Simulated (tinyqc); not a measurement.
Inside a calculation. Model: BCS gap equation with a constant attraction inside the Debye window. Computed by tinyqc, a small Python program that keeps every step. Command: `OMP_NUM_THREADS=1 python tinyqc.py 3026864 3026865 out.jsonl bcs walk`. One thread of a shared host (Intel(R) Xeon(R) Processor @ 2.30GHz), about 0.01 s of CPU time with the checks. Intermediate numbers are printed to about 5 digits and carried at full precision; extremes and crossings named in words are read from the listed rows.

Pairs attract with strength V for |xi| < k_B Theta; N(0) is the density of states for one spin. Energies are given as temperatures (E/k_B, in K) unless marked.

Inputs (values chosen for the exercise, modelled on niobium):
```
quantity,value,unit
coupling N(0)V,0.285,-
Debye temperature Theta,276,K
temperature T,1.81,K
Fermi velocity v_F,310000,m/s
electron density n,5.46,1e28/m^3
mean free path l,1700,nm
junction resistance R_n,4.7,kilo-ohm
```

Solver: secant.

Constants: k_B = 8.617333262e-05 eV/K; hbar = 1.054571817e-34 J s; k_B = 1.380649e-23 J/K; m_0 = 9.1093837015e-31 kg; eps_0 = 8.8541878128e-12 F/m; c = 299792458 m/s; e = 1.602176634e-19 C; h = 6.62607015e-34 J s.

## Gap at zero temperature

At T = 0 the gap equation 1/(N(0)V) = int_0^Theta d xi/sqrt(xi^2 + Delta^2) has the integral arcsinh(Theta/Delta), so Delta_0 = Theta/sinh(1/(N(0)V)); weak coupling gives 2 Theta exp(-1/(N(0)V)).

Delta_0 = 16.538 K

weak-coupling Delta_0 = 16.523 K

Delta_0 in meV = 1.4252 meV

## Critical temperature

Gap equation: 1/(N(0)V) = I(Delta, T) = int_0^Theta tanh(E/2T)/E d xi, E = sqrt(xi^2 + Delta^2); 64 Gauss-Legendre points in y with xi = max(Delta, T) sinh(y). T_c solves I(0, T_c) = 1/(N(0)V); the weak-coupling form is T_c = (2 e^C/pi) Theta exp(-1/(N(0)V)) with Euler's C = 0.5772157, and 2 Delta_0/T_c then tends to 2 pi e^-C = 3.528.

T_c = 9.3676 K

weak-coupling T_c = 9.3676 K

2 Delta_0/T_c = 3.5309

T_c/Theta = 0.0339; the ratio lies +0.09 % from 3.528, so the universal weak-coupling laws hold.

## One evaluation of the gap equation

Take Delta = Delta_0 as the trial; the fixed-point update is Delta(new) = N(0)V Delta I(Delta, T).

I(Delta_0, T) = 3.5087

updated Delta = 16.538 K

## Gap at temperature T

Residual r = N(0)V I - 1, with Delta_0 = Theta/sinh(1/(N(0)V)). Secant steps in Delta^2, from Delta_0 and 0.9 Delta_0, with Delta^2 kept at or above 1e-6 K^2. Stop when |r| < 1e-9 or after 40 steps.

Iterations:
```
step,Delta (K),residual r
1,16.537,-2.4586e-06
2,16.537,-2.4083e-07
3,16.537,2.0792e-12
```

converged (1 yes, 0 no) = 1

Delta(T) = 16.537 K

Converged in 3 steps: Delta(T)/Delta_0 = 0.9999 at T/T_c = 0.193.

## Lengths and fields

xi_0 = hbar v_F/(pi Delta_0); lambda_L = sqrt(m_0 eps_0 c^2/(n e^2)); N(0) = 3 n/(2 m_0 v_F^2) for one spin; condensation energy N(0) Delta_0^2/2 = B_c^2/(2 mu_0), mu_0 = 1/(eps_0 c^2); with scattering lambda = lambda_L sqrt(1 + xi_0/l) in the local limit (where xi_0 and l both exceed lambda, nonlocal response makes the true depth larger); Ginzburg-Landau kappa = 0.96 lambda_L/xi_0 + 0.72 lambda_L/l. Free-electron mass throughout; heavier carriers, as in niobium or vanadium, give a larger lambda_L and kappa and can make the metal type II.

coherence length xi_0 = 45.574 nm

London depth lambda_L = 22.742 nm

critical field B_c(0) = 247.58 mT

depth with scattering = 23.045 nm

Ginzburg-Landau kappa = 0.48869

Kappa lies below 1/sqrt(2): type I, and the sample is clean, l well above xi_0.

## A tunnel junction of this metal

Ambegaokar-Baratoff: I_c R_n = (pi Delta/(2e)) tanh(Delta/2T); Josephson energy E_J = hbar I_c/(2e), given as E_J/h; inductance hbar/(2 e I_c); thermal quasiparticle fraction x = n_qp/(2 N(0) Delta) = sqrt(2 pi T/Delta) exp(-Delta/T), valid for T well below Delta.

I_c R_n = 2237.9 microvolt

critical current I_c = 476.16 nA

E_J/h = 236.50 GHz

Josephson inductance = 0.69117 nH

quasiparticle fraction x = 8.9300e-05

## Gap and superfluid density against temperature

Interpolation tanh(1.74 sqrt(T_c/T - 1)); near T_c, 1.74 sqrt(1 - T/T_c). Clean-limit superfluid fraction 1 - (1/2T) int_0^(40 T) cosh^-2(E/2T) d xi (64 points); two-fluid rule 1 - (T/T_c)^4.

Reduced quantities:
```
T/T_c,Delta/Delta_0,tanh form,square-root form,superfluid fraction,two-fluid rule
0.10,1.00000,0.99994,1.6507,1.00000,0.99990
0.20,0.99988,0.99810,1.5563,0.99886,0.99840
0.30,0.99714,0.99022,1.4558,0.98185,0.99190
0.40,0.98507,0.97221,1.3478,0.92818,0.97440
0.50,0.95697,0.94023,1.2304,0.83450,0.93750
0.60,0.90713,0.88975,1.1005,0.70730,0.87040
0.70,0.82895,0.81411,0.9530,0.55442,0.75990
0.80,0.71125,0.70137,0.7782,0.38243,0.59040
0.90,0.52654,0.52267,0.5502,0.19638,0.34390
0.95,0.38047,0.37925,0.3891,0.09928,0.18549
0.98,0.24369,0.24358,0.2461,0.03996,0.07763
```

The tanh form misses the gap by at most about 0.017 (at T/T_c = 0.6); the square-root form is within 3 % only from T/T_c = 0.95. The gap keeps 99 % of Delta_0 up to T/T_c = 0.3, since quasiparticles are exponentially few. The two-fluid rule exceeds the BCS superfluid fraction most, by 0.21, at T/T_c = 0.8.

Checks made by the program: weak-coupling T_c, allowing for terms of order exp(-Theta/T_c) (relative difference below 1e-10).
